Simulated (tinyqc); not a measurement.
Valley splitting in a one-orbital chain of atomic planes (second-neighbour model): one step. The bulk band. Five cases, with inputs chosen for the exercise.

Task: E at phi = j pi/10.

Each (001) plane carries one orbital with energy e0, hopping v to the next plane and u to the second: E(phi) = e0 + 2 v cos(phi) + 2 u cos(2 phi), where phi = pi - k a/4 (the sign of every second orbital is chosen so that v > 0, which shifts the phase by pi). The minimum lies at cos(phi0) = -v/(4u), phi0 = pi - (pi/2) k0 for a valley at k0 (2 pi/a), and e0 puts it at zero. A slab of N planes has hard walls: the matrix simply ends.

Case 1.

u = 0.5723155 eV
v = 0.6040745 eV
e0 = 1.3040300 eV

Case 2.

u = 0.6273538 eV
v = 0.6087822 eV
e0 = 1.4023978 eV

Case 3.

u = 0.6003993 eV
v = 0.5789652 eV
e0 = 1.3403727 eV

Case 4.

u = 0.5735373 eV
v = 0.6538767 eV
e0 = 1.3334421 eV

Case 5.

u = 0.5741917 eV
v = 0.6407775 eV
e0 = 1.3271547 eV

Give: Band.

Result:

Case 1.

Band:

| phi/pi | E (eV) |
|---|---|
| 0.0 | 3.6568 |
| 0.1 | 3.3791 |
| 0.2 | 2.6352 |
| 0.3 | 1.6605 |
| 0.4 | 0.7513 |
| 0.5 | 0.1594 |
| 0.6 | 0.0047 |
| 0.7 | 0.2402 |
| 0.8 | 0.6803 |
| 0.9 | 1.0810 |
| 1.0 | 1.2405 |

Case 2.

Band:

| phi/pi | E (eV) |
|---|---|
| 0.0 | 3.8747 |
| 0.1 | 3.5755 |
| 0.2 | 2.7752 |
| 0.3 | 1.7303 |
| 0.4 | 0.7636 |
| 0.5 | 0.1477 |
| 0.6 | 0.0111 |
| 0.7 | 0.2990 |
| 0.8 | 0.8051 |
| 0.9 | 1.2595 |
| 1.0 | 1.4395 |

Case 3.

Band:

| phi/pi | E (eV) |
|---|---|
| 0.0 | 3.6991 |
| 0.1 | 3.4131 |
| 0.2 | 2.6482 |
| 0.3 | 1.6499 |
| 0.4 | 0.7267 |
| 0.5 | 0.1396 |
| 0.6 | 0.0111 |
| 0.7 | 0.2887 |
| 0.8 | 0.7747 |
| 0.9 | 1.2106 |
| 1.0 | 1.3832 |

Case 4.

Band:

| phi/pi | E (eV) |
|---|---|
| 0.0 | 3.7883 |
| 0.1 | 3.5052 |
| 0.2 | 2.7459 |
| 0.3 | 1.7477 |
| 0.4 | 0.8096 |
| 0.5 | 0.1864 |
| 0.6 | 0.0013 |
| 0.7 | 0.2103 |
| 0.8 | 0.6299 |
| 0.9 | 1.0177 |
| 1.0 | 1.1728 |

Case 5.

Band:

| phi/pi | E (eV) |
|---|---|
| 0.0 | 3.7571 |
| 0.1 | 3.4750 |
| 0.2 | 2.7188 |
| 0.3 | 1.7256 |
| 0.4 | 0.7941 |
| 0.5 | 0.1788 |
| 0.6 | 0.0021 |
| 0.7 | 0.2190 |
| 0.8 | 0.6452 |
| 0.9 | 1.0374 |
| 1.0 | 1.1940 |

Computed by tinyqc, one run a case: `OMP_NUM_THREADS=1 python tinyqc.py N N+1 out.jsonl` with N = 1451123, 1451191, 1451741, 1451826, 1451957; one thread of a shared Intel(R) Xeon(R) Processor @ 2.30GHz, about 0.01 s a run at most.
